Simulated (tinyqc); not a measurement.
# Front-illuminated p-i-n photodiode, quantum efficiency and bandwidth: effects of single changes

Light enters through a p layer (0 to xp), a depleted layer (xp to xp + wi) and a thick n substrate, decaying as exp(-al x); one pass, no back reflection. Carriers made in the depleted layer are all collected; those in the neutral layers diffuse.

Values chosen for this exercise; values close to those of silicon at this wavelength:
```
symbol   value    unit                                         meaning
lam       1000      nm                                      wavelength
al        64.8    1/cm                          absorption coefficient
Rf         0.3                           reflectance of the front face
eps_r     11.8                                   relative permittivity
xp       0.068      um                  thickness of the front p layer
wi          60      um                 thickness of the depleted layer
Dn          12  cm^2/s   electron diffusion coefficient in the p layer
Ln        0.86      um        electron diffusion length in the p layer
S          900    cm/s     recombination velocity of the front surface
Lp          17      um  hole diffusion length in the thick n substrate
ve      1.01e7    cm/s                         electron drift velocity
vh      6.82e6    cm/s                             hole drift velocity
dia        170      um                                        diameter
RL          50     ohm                                 load resistance
Cp          30      fF                           parasitic capacitance
```

Constants: q = 1.602176634e-19 C, h = 6.62607015e-34 J s, c = 299792458 m/s, eps0 = 8.8541878128e-14 F/cm where lengths are in cm. Results are converted to the units shown.

Each table varies one quantity; the others keep the values above.

## Efficiency and bandwidth against the thickness of the depleted layer

k = al Ln, s = S Ln/Dn, e = exp(-al xp); front layer f1 = (k/(k^2 - 1)) {[s + k - e (s cosh(xp/Ln) + sinh(xp/Ln))]/[s sinh(xp/Ln) + cosh(xp/Ln)] - k e}; depleted layer f2 = e (1 - exp(-al wi)); substrate f3 = e exp(-al wi) al Lp/(1 + al Lp); external efficiency (1 - Rf)(f1 + f2 + f3); responsivity = efficiency q lam/(h c). Drift response for pairs made in the depleted layer, a = al wi, g = 1 - exp(-a), u = 2 pi i f, te = wi/ve, th = wi/vh: electrons He = [g - a (exp(-a) - exp(-u te))/(u te - a)]/(u te g), holes Hh = [g - a (1 - exp(-a - u th))/(a + u th)]/(u th g); C = eps0 eps_r pi (dia/2)^2/wi + Cp; total |He + Hh|/sqrt(1 + (2 pi f RL C)^2), for the current of the depleted layer alone. Limits are the frequencies at which each factor falls to 1/sqrt(2); inverse-square sum (f_transit^-2 + f_RC^-2)^(-1/2); the diffusion currents f1 and f3 are left out of the bandwidth.

Results:

| wi (um) | f2 | f1 + f3 | responsivity (A/W) | transit limit (GHz) | RC limit (GHz) | 3 dB bandwidth (GHz) | inverse-square sum (GHz) | bandwidth x (1 - Rf) f2 (GHz) |
|---|---|---|---|---|---|---|---|---|
| 7.5 | 0.04742 | 0.09492 | 0.08036 | 5.842 | 9.194 | 4.733 | 4.931 | 0.1571 |
| 13 | 0.08075 | 0.09161 | 0.09732 | 3.379 | 14.98 | 3.262 | 3.296 | 0.1844 |
| 21 | 0.1272 | 0.08701 | 0.1209 | 2.100 | 22.27 | 2.086 | 2.090 | 0.1857 |
| 36 | 0.2080 | 0.07899 | 0.1620 | 1.233 | 33.20 | 1.232 | 1.232 | 0.1794 |
| 60 | 0.3220 | 0.06767 | 0.2200 | 0.7480 | 45.78 | 0.7478 | 0.7479 | 0.1685 |
| 170 | 0.6674 | 0.03340 | 0.3956 | 0.2757 | 72.43 | 0.2757 | 0.2757 | 0.1288 |
| 290 | 0.8469 | 0.01559 | 0.4870 | 0.1673 | 83.38 | 0.1673 | 0.1673 | 0.09916 |
| 480 | 0.9550 | 0.004862 | 0.5419 | 0.1037 | 91.10 | 0.1037 | 0.1037 | 0.06929 |

Estimate the missing row, wi = 100 um.

Computed row:

| wi (um) | f2 | f1 + f3 | responsivity (A/W) | transit limit (GHz) | RC limit (GHz) | 3 dB bandwidth (GHz) | inverse-square sum (GHz) | bandwidth x (1 - Rf) f2 (GHz) |
|---|---|---|---|---|---|---|---|---|
| 100 | 0.4767 | 0.05232 | 0.2987 | 0.4565 | 59.26 | 0.4565 | 0.4565 | 0.1523 |

With this row back in the table: As wi goes from 7.5 to 480, the responsivity rises from 0.0804 to 0.542 A/W and the bandwidth falls from 4.73 to 0.104 GHz. The transit limit is the lower one in every row. Adding inverse squares of the two limits is within 4.2 % of the full result. The product of bandwidth and fast efficiency goes from 0.157 through a maximum of 0.186 (at wi = 21 among the rows listed) to 0.0693 GHz. For wi = 7.5, 13, 21, 36 the diffusion currents exceed 0.3 of the drift current; their own response times, left out, may then shape the whole response.

## Efficiency and bandwidth against the diameter

Same model as above.

The same in every row: f2 = 0.3220; f1 + f3 = 0.06767; responsivity (A/W) = 0.2200; transit limit (GHz) = 0.7480.

Efficiency and bandwidth against the diameter:

| dia (um) | RC limit (GHz) | 3 dB bandwidth (GHz) | inverse-square sum (GHz) | bandwidth x (1 - Rf) f2 (GHz) |
|---|---|---|---|---|
| 5 | 106.0 | 0.7479 | 0.7479 | 0.1686 |
| 10 | 105.6 | 0.7479 | 0.7479 | 0.1686 |
| 20 | 104.2 | 0.7479 | 0.7479 | 0.1686 |
| 50 | 95.25 | 0.7479 | 0.7479 | 0.1686 |
| 100 | 72.88 | 0.7479 | 0.7479 | 0.1686 |
| 200 | 37.58 | 0.7477 | 0.7478 | 0.1685 |
| 500 | 8.559 | 0.7438 | 0.7451 | 0.1676 |
| 1000 | 2.277 | 0.6970 | 0.7106 | 0.1571 |

Read the table: what changes, and by how much?

As dia goes from 5 to 1000, the responsivity stays at 0.220 A/W and the bandwidth falls from 0.748 to 0.697 GHz. The transit limit is the lower one in every row. Adding inverse squares of the two limits is within 2.0 % of the full result.

Computed by the program tinyqc: `OMP_NUM_THREADS=1 python tinyqc.py 2250020 2250021 out.jsonl`, one thread of a shared Intel Xeon 2.30GHz, about 0.01 s for the whole run.
